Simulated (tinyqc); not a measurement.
Frequency dispersion of an accumulation capacitance by border traps, distributed model: two steps of the calculation.

Traps spread evenly through the insulator exchange electrons with the semiconductor by tunnelling, with tau(x) = t0 exp(2 ka x) at depth x from the interface. The admittance per area Y seen at depth x obeys dY/dx = -Y^2/(i w eps0 eox) + q Nb ln(1 + i w tau)/tau, with Y(0) = i w Cs and w = 2 pi f; the gate sees Y(tox) = G + i w C. Working variable y = Y/(i w), in uF/cm^2. Cox = eps0 eox/tox.

Inputs (values chosen for the exercise); permittivity close to that of hafnium oxide:
- eox = 19.4 (relative permittivity of the insulator)
- tox = 7.6 nm (insulator thickness)
- Cs = 0.55 uF/cm^2 (semiconductor capacitance in accumulation)
- Nb = 7.2e19 cm^-3 eV^-1 (density of border traps)
- ka = 3.8 1/nm (decay constant of the wave function in the insulator)
- t0 = 1e-10 s (time constant of a trap at the interface)
- f = 1e5 Hz (frequency)
- xe = 1.9 nm (depth down to which the steps are taken)

Constants: q = 1.602176634e-19 C, eps0 = 8.8541878128e-14 F/cm where lengths are in cm. Results are converted to the units shown.

Question 1. Scales and lumped estimate. Cox; trap-free value 1/(1/Cox + 1/Cs); response depth d = ln(1/(w t0))/(2 ka), where w tau = 1; lumped estimate: all traps within d act as C_bt = q Nb d placed at d/2, so C = 1/{1/[1/(1/Cs + d/(2 eps0 eox)) + C_bt] + (tox - d/2)/(eps0 eox)}.

Find: Cox; trap-free C; d; C_bt; lumped C.

Answer 1.

Cox = 2.260 uF/cm^2
trap-free C = 0.4424 uF/cm^2
d = 1.273 nm
C_bt = 1.469 uF/cm^2
lumped C = 1.107 uF/cm^2

The traps within reach amount to 2.67 Cs and lie in the first 16.8 % of the insulator.

Question 2. Capacitance and conductance at the gate. Beyond xe the traps are ignored, so 1/y(tox) = 1/y(xe) + (tox - xe)/(eps0 eox); C = Re y, G/w = -Im y, loss tangent G/(w C).

y at xe = 1.9060212-0.2060473i uF/cm^2

Wanted: y at the gate; C; G/w; loss tangent.

Answer 2.

y at the gate = 1.1708-0.0772i uF/cm^2
C = 1.1708 uF/cm^2
G/w = 0.077180 uF/cm^2
loss tangent = 0.065922

Program tinyqc, `OMP_NUM_THREADS=1 python tinyqc.py 2202227 2202228 out.jsonl`; Intel Xeon 2.30GHz, shared host, one thread, about 0.5 s.
